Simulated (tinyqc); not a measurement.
# Esaki diode in forward bias, two-band WKB, step by step

Numbers from tinyqc (`OMP_NUM_THREADS=1 python tinyqc.py 2620053 2620054 out.jsonl`; about 0.01 s on one thread of a shared Intel Xeon 2.30GHz). Printed values are rounded.

Abrupt p-n junction, depletion approximation. Energies E are counted from the conduction-band edge of the neutral n side; its Fermi level lies at dn, that of the p side at dn - V, and the valence-band edge of the neutral p side at Em = dn + dp - V. Tunnelling needs 0 < E < Em. Two-band dispersion with equal masses m: inside the gap kappa = sqrt(m u (1 - u/Eg)/C), u the distance from a band edge, C = hbar^2/(2 m0).

Parameters, values chosen for the exercise; band and dielectric values those of a made-up semiconductor:
- T = 300 K (temperature)
- Eg = 0.506 eV (band gap)
- eps_r = 13.8 (relative permittivity)
- Nc = 1.06e19 cm^-3 (conduction-band density of states at 300 K)
- Nv = 6.64e18 cm^-3 (valence-band density of states at 300 K)
- m = 0.15 m0 (band-edge mass of the two-band model)
- Na = 3.2e19 cm^-3 (acceptor density)
- Nd = 1.3e19 cm^-3 (donor density)
- V = 0.018 V (bias of the p side)
- nE = 11 (points of the energy grid)

Constants: q = 1.602176634e-19 C, kB = 1.380649e-23 J/K, hbar = 1.054571817e-34 J s, h = 6.62607015e-34 J s, m0 = 9.1093837015e-31 kg, Vt = kB T/q, eps0 = 8.8541878128e-14 F/cm where lengths are in cm, hbar^2/(2 m0) = 0.0380998212 eV nm^2. Results are converted to the units shown.

Range of the model: Parabolic densities of states, no band tails and no gap narrowing, all of which matter at such doping.

## Fermi levels and built-in voltage

Nd = Nc F12(dn/Vt), Na = Nv F12(dp/Vt), F12(x) = (2/sqrt(pi)) int_0^infinity sqrt(u)/(1 + exp(u - x)) du; dn = EF - Ec on the n side, dp = Ev - EF on the p side (negative outside the bands); Vbi = Eg + dn + dp.

dn = 0.01630013 eV
dp = 0.08210596 eV
Vbi = 0.6044061 V

Boltzmann statistics would give dn = 0.00528 eV and dp = 0.0407 eV. At zero bias the bands of the two sides overlap by dn + dp.

## Width, field and exponent

W = sqrt(2 eps0 eps_r (Vbi - V)(1/Na + 1/Nd)/q), mean field F = (Vbi - V)/W, peak field 2 F. In a uniform field F the exponent is S = pi sqrt(m/C) Eg^1.5/(4 F). Transverse energy Et = C kt^2/m raises it to S (1 + 4 Et/Eg), so T = exp(-S) exp(-Et/Eb) with Eb = Eg/(4 S). KJ = (2 q^2/h) m/(4 pi C) (times 1e14 for A/cm^2 per eV^2).

W = 9.836317 nm
mean field = 0.5961643 MV/cm
S = 9.408792
exp(-S) = 8.199992e-5
Eb = 13.44487 meV
tunnelling length Eg/F = 8.487594 nm

## Current density on a coarse grid

J = KJ exp(-S) Eb times the integral from 0 to Em of [f(E - dn) - f(E - dn + V)] [1 - exp(-min(E, Em - E)/Eb)] dE, f(x) = 1/(1 + exp(x/Vt)), with S and Eb from the mean field; J > 0 flows from p to n. KJ = (2 q^2/h) m/(4 pi C) (times 1e14 for A/cm^2 per eV^2). Simpson's rule on nE equally spaced points from 0 to Em.

```
point      E (eV)  difference of the f  transverse factor
0      0.00000000            0.1690393          0.0000000
1      0.00804061            0.1722965          0.4501132
2      0.01608122            0.1675950          0.6976245
3      0.02412183            0.1557606          0.8337277
4      0.03216244            0.1387311          0.9085691
5      0.04020304            0.1189364          0.9497233
6      0.04824365            0.0986572          0.9085691
7      0.05628426            0.0796085          0.8337277
8      0.06432487            0.0628122          0.6976245
9      0.07236548            0.0486839          0.4501132
10     0.08040609            0.0372126          0.0000000
```

integral = 0.006398902 eV
KJ = 2.427466e9 A/(cm^2 eV^2)
J = 17.12493 A/cm^2

A converged quadrature gives 17.10 A/cm^2; this grid is 0.14 % above that in size.
